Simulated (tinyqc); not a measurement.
Carbon nanotube by zone folding, step by step. Values are carried at full precision from step to step, so a last printed digit may differ when a step is redone from the rounded ones.

Circumference C = n a1 + m a2, a = sqrt3 acc; d = a sqrt(n^2 + nm + m^2)/pi; tan(theta) = sqrt3 m/(2n + m); dR = gcd(2n + m, 2m + n); T = t1 a1 + t2 a2 with t1 = (2m + n)/dR, t2 = -(2n + m)/dR, |T| = sqrt3 pi d/dR; N = 2 (n^2 + nm + m^2)/dR hexagons a cell. On cutting line mu = 0 to N - 1 at x = k|T|/(2 pi) the phases are p1 = 2 pi (-t2 mu + m x)/N, p2 = 2 pi (t1 mu - n x)/N, and E = -/+ t |1 + exp(i p1) + exp(i p2)|.

Constants: hbar^2/2m0 = 3.80998211 eV angstrom^2.

Values chosen for the exercise (near those used for carbon; not measured data):
- n = 6 (chiral index)
- m = 4 (chiral index)
- acc = 1.42 angstrom (bond length)
- t = 2.94 eV (hopping)
- mu = 51 (cutting line)
- x = -0.23 (position on the line)

## Geometry

Form d, theta, dR, t1, t2, N and |T|, and (n - m) mod 3.

d = 6.825 angstrom
theta = 23.41 degrees

dR, t1, t2, N: [2, 7, -8, 76]

|T| = 18.569 angstrom
(n - m) mod 3 = 2

The nearest line misses K by a third of the spacing 2/d: semiconducting in zone folding; chiral, 152 atoms a cell. Below about 8 angstrom curvature mixes sigma and pi states and zone folding fails.

## One point of one line

Form the phases and the energy.

p1, p2 (rad): [33.65472, 29.62853]

E of the upper band = 0.7446 eV

## Band edges

The three lowest distinct minima of E along the lines, doubled (the transition between mirror bands), against the cone: 2 t acc j/d with j = 1, 2, 4 for semiconducting and 0, 3, 3 for metallic tubes.

Transitions (eV):
```
order  zone folding    cone
1            1.2292  1.2234
2            2.3296  2.4468
3            4.5099  4.8935
```

Trigonal warping puts the first transition +0.5 % and the second -4.8 % from the cone; the two lines lie on opposite sides of K, where the contours bend oppositely. Measured optical lines also hold self-energy and exciton terms.

## Mass at the first band edge

Cone estimate: E^2 = (Eg/2)^2 + (hbar v k)^2, hbar v = 3 t acc/2, Eg = 2 t acc/d, so m/m0 = c Eg/(hbar v)^2, c = hbar^2/2m0.

hbar v = 6.2622 eV angstrom
Eg = 1.2234 eV
mass = 0.1189 m0

(tinyqc, `OMP_NUM_THREADS=1 python tinyqc.py 1451555 1451556 out.jsonl`, Intel(R) Xeon(R) Processor @ 2.30GHz, 1 thread, shared host, about 0.02 s.)
